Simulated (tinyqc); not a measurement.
Inversion-layer mobility, back-scattering and ballistic limit of a field-effect transistor: one step, computed by the program tinyqc.

The charge at the top of the source barrier is fixed by the gate; series resistance and short-channel effects are left out. F_j are Fermi integrals normalised to exp(eta) in the classical limit.

Question. Back-scattering. F_j(eta) = (1/Gamma(j + 1)) int_0^infinity x^j/(1 + exp(x - eta)) dx, F_0 = ln(1 + exp(eta)). Integrals over x = E/(k_B T) use 160 Gauss-Legendre points in u = sqrt(x) from 0 to sqrt(max(eta, 0) + 32). Ballistic channel: N_2D = g_v m k_B T/(pi hbar^2), U = e V_D/(k_B T); eta_F solves N_inv = (N_2D/2)[F_0(eta_F) + F_0(eta_F - U)]; v_T = sqrt(2 k_B T/(pi m)); I/W = e (N_2D/2) v_T [F_1/2(eta_F) - F_1/2(eta_F - U)]; injection velocity v_T F_1/2(eta_F)/F_0(eta_F). Mean free path lambda = (2 k_B T/e)(mu/v_T) F_0(eta_0)/F_-1/2(eta_0), with eta_0 from N_inv = N_2D F_0(eta_0); critical length l = L (1 + U)^(-a), an empirical rule; back-scattering r = l/(l + lambda). Then eta solves N_inv = (N_2D/2)[(1 + r) F_0(eta) + (1 - r) F_0(eta - U)] and I/W = e (N_2D/2) v_T (1 - r)[F_1/2(eta) - F_1/2(eta - U)]. Ballistic ratio: I over the ballistic current. Apparent mobility 1/(1/mu + 1/mu_B), mu_B = mu L/lambda.

Inputs (values chosen for the exercise, modelled on a strained silicon n-channel):

| quantity | value | unit |
|---|---|---|
| transport mass m | 0.18 | m_0 |
| valley degeneracy g_v | 2 | - |
| drain voltage V_D | 0.05 | V |
| channel length L | 990 | nm |
| exponent a of the critical length | 0.64 | - |
| temperature T | 300 | K |

Statistics at the top of the barrier: Fermi-Dirac.

inversion density N_inv = 4.023182e+12 1/cm^2

effective mobility mu = 453.1848 cm^2/(V s)

Constants: m_0 = 9.1093837015e-31 kg; k_B = 1.380649e-23 J/K; hbar = 1.054571817e-34 J s; k_B = 8.617333262e-05 eV/K; e = 1.602176634e-19 C.

Give: eta_0; mean free path lambda; critical length l; back-scattering coefficient r; current I/W; ballistic ratio; apparent low-field mobility.

Answer.

eta_0 = 0.5959

mean free path lambda = 22.52 nm

critical length l = 497.1 nm

back-scattering coefficient r = 0.9567

current I/W = 16.66 microampere/micrometre

ballistic ratio = 0.02773

apparent low-field mobility = 443.1 cm^2/(V s)

L/lambda = 43.96; at this drain voltage the first 497 nm can return carriers, and the ratio is 3 %.
